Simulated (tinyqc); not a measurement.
Correlation length: interface roughness in a thin film (subband fluctuation and scattering).

Square well of width t, barriers V0, c = hbar^2/2m0: E1 solves k t + 2 atan[(k/mz)/(kappa/mb)] = pi, k = sqrt(mz E/c), kappa = sqrt(mb (V0 - E)/c). One interface is rough, so the subband edge fluctuates by G dt with G = |dE1/dt| (central difference of 0.01 angstrom; 2 E1/t for hard walls).

Gaussian roughness spectrum S(q) = pi D^2 Lc^2 exp(-q^2 Lc^2/4). Degenerate gas, taken to fill one subband (the second starts to fill once c kF^2/md exceeds E2 - E1, which is not tested here): kF = sqrt(2 pi Ns/gv), q = 2 kF sin(theta/2), 1/tau = (md/(2 pi c hbar)) G^2 times the integral from 0 to pi of S(q)(1 - cos theta)/eps(q)^2 dtheta, eps(q) = 1 + qs/q with screening (qs = gv md q0/(c eps), q0 = e^2/(4 pi eps0), form factors left out, which overstates the screening; other scattering is left out too, so these values lie far above measured mobilities in all but the thinnest films) or 1 without; mobility = tau c2/md with c2 = e/m0 = 1.75882e15 cm^2/(V s^2); 1e12/cm^2 = 1e-4/angstrom^2.

Constants: hbar^2/2m0 = 3.80998211 eV angstrom^2; hbar = 6.58211957e-16 eV s; e^2/(4 pi eps0) = 14.39964547 eV angstrom.

Values chosen for the exercise (near those of a thin GaN channel; shifted at random, so the results belong to these values and not to a real crystal): t = 24 angstrom (film thickness); mz = 0.202 m0 (confinement mass); V0 = 1.91 eV (barrier); mb = 0.3 m0 (barrier mass); md = 0.201 m0 (mass in the plane); gv = 1 (valleys); D = 2.1 angstrom (rms height of the roughness); Ns = 4.5 x 1e12/cm^2 (sheet density); eps = 9.1 (mean dielectric constant at the channel); Ll = (5, 10, 16, 25, 40, 65, 100) angstrom (correlation lengths).

Fixed D; bare and screened mobility.

Results:
```
Lc (angstrom),kF Lc,bare mobility (cm^2/(V s)),screened mobility (cm^2/(V s))
5,0.27,4.85e+03,1.82e+04
10,0.53,1.42e+03,5.39e+03
16,0.85,759,2.96e+03
40,2.13,951,5.42e+03
65,3.46,1.85e+03,2.03e+04
100,5.32,2.98e+03,6.17e+04
```

Give the missing row, Lc (angstrom) = 25.

Computed row:
```
Lc (angstrom)  kF Lc  bare mobility (cm^2/(V s))  screened mobility (cm^2/(V s))
25              1.33                         619                        2.62e+03
```

The bare mobility is lowest at Lc = 25 angstrom of those listed (kF Lc = 1.33). The screened mobility is lowest at Lc = 25 angstrom of those listed (kF Lc = 1.33). Short roughness averages out (mobility as 1/Lc^2; the first two rows give exponent -1.77), and long roughness deflects only by small angles (bare mobility rising as Lc; the last two rows give 1.11).

Computed by tinyqc, a small Python program: `OMP_NUM_THREADS=1 python tinyqc.py 1251082 1251083 out.jsonl` (the numbers bound the seed that draws the inputs); one thread of a shared host (Intel(R) Xeon(R) Processor @ 2.30GHz), about 0.01 s for the whole set of steps.
